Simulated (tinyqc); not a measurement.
One-diode model of a solar cell: two steps of the calculation.

J is the current delivered and Vj = V + J Rs the junction voltage. J = X JL - J01 (exp(Vj/(n1 Vt)) - 1) - Vj/Rp. The photocurrent does not depend on voltage.

Inputs (values chosen for the exercise); values of the order met in cells of gallium arsenide:
```
symbol    value      unit                          meaning
T           348         K                      temperature
JL         23.7   mA/cm^2          photocurrent at one sun
X             1      suns                    concentration
J01     1.2e-14    A/cm^2  saturation current of the diode
n1         1.06               ideality factor of the diode
Rs         0.37  ohm cm^2                series resistance
Rp          700  ohm cm^2                 shunt resistance
Pin         100   mW/cm^2        incident power at one sun
```

Constants: q = 1.602176634e-19 C, kB = 1.380649e-23 J/K, Vt = kB T/q. Results are converted to the units shown.

Problem 1. New Vj. Open circuit: J(Vj) = 0. G = -dJ/dVj = J01 exp(Vj/(n1 Vt))/(n1 Vt) + 1/Rp. Vj(new) = Vj + J/G.

Vj at the start = 0.89995802 V

Give: J; G; Vj after iteration 1.

Solution 1.

J = -1.286 mA/cm^2
G = 0.7470 S/cm^2
Vj after iteration 1 = 0.8982 V

Problem 2. Figures of merit. Jsc at V = 0, Voc at J = 0, the maximum power point where J (1 + 2 Rs G) = G Vj with G = -dJ/dVj; FF = Vmp Jmp/(Voc Jsc); efficiency Vmp Jmp/(X Pin). Empirical fill factor without parasitics FF0 = (v - ln(v + 0.72))/(v + 1), v = Voc/(n1 Vt).

Give: Jsc; Voc; Vmp; Jmp; FF; efficiency; FF0.

Solution 2.

Jsc = 23.69 mA/cm^2
Voc = 0.8982 V
Vmp = 0.7858 V
Jmp = 21.72 mA/cm^2
FF = 0.8024
efficiency = 17.07 %
FF0 = 0.8507

FF is 5.7 % below FF0. Removing one loss at a time changes the efficiency by: shunt +0.89, series resistance +0.17 points.

Computed by the program tinyqc: `OMP_NUM_THREADS=1 python tinyqc.py 2280101 2280102 out.jsonl`, one thread of a shared Intel Xeon 2.30GHz, about 0.01 s for the whole run.
